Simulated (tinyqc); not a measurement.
Van der Pauw, Hall and four-point-probe measurements on a doped layer: correction factor against the shape of the sample.

A uniform n-type layer with sheet resistance Rs = 1/(q ns mu), point contacts, low field (mu B small).

Rs = 1/(q ns mu). For a rectangle with contacts at the corners, RA = (8 Rs/pi) sum_(k>=0) ln coth((2k + 1) pi a/(2 b)) with current along a short side b and voltage along the opposite one, RB the same with a and b exchanged. ar = a/b. F = Rs/[(pi/ln 2)(RA + RB)/2]; small-asymmetry estimate 1 - (ln 2/2) d^2 - ((ln 2)^2/4 - (ln 2)^3/12) d^4 with d = (RB - RA)/(RB + RA).

Parameters, values chosen for the exercise: sheet density of the layer ns = 7.8e13 cm^-2; drift mobility mu = 160 cm^2/(V s).

Constants: q = 1.602176634e-19 C. Results are converted to the units shown.

Correction factor against the shape of the sample:

| ar | RA (ohm) | RB (ohm) | RB/RA | F | estimate of F |
|---|---|---|---|---|---|
| 1 | 110.3 | 110.3 | 1.000 | 1.000 | 1.000 |
| 1.23 | 53.47 | 199.7 | 3.734 | 0.8718 | 0.8741 |
| 1.46 | 25.95 | 301.6 | 11.62 | 0.6738 | 0.7082 |
| 1.69 | 12.60 | 410.1 | 32.55 | 0.5221 | 0.6213 |
| 1.91 | 6.311 | 517.0 | 81.92 | 0.4217 | 0.5862 |
| 2.14 | 3.064 | 630.4 | 205.8 | 0.3484 | 0.5713 |
| 2.37 | 1.488 | 744.7 | 500.6 | 0.2958 | 0.5653 |
| 2.6 | 0.7222 | 859.3 | 1190 | 0.2566 | 0.5628 |

RB/RA rises from 1.00 to 1190 and F falls from 1.00 to 0.257. The estimate is 5.1 % above F at a/b = 1.46 and 2.19 times it in the last row. RA shrinks about as exp(-pi a/b): by a factor of 2.06 between the last two rows, against 2.06.

Computed by the program tinyqc: `OMP_NUM_THREADS=1 python tinyqc.py 2850171 2850172 out.jsonl`, one thread of a shared Intel Xeon 2.30GHz, about 0.05 s for the whole run.
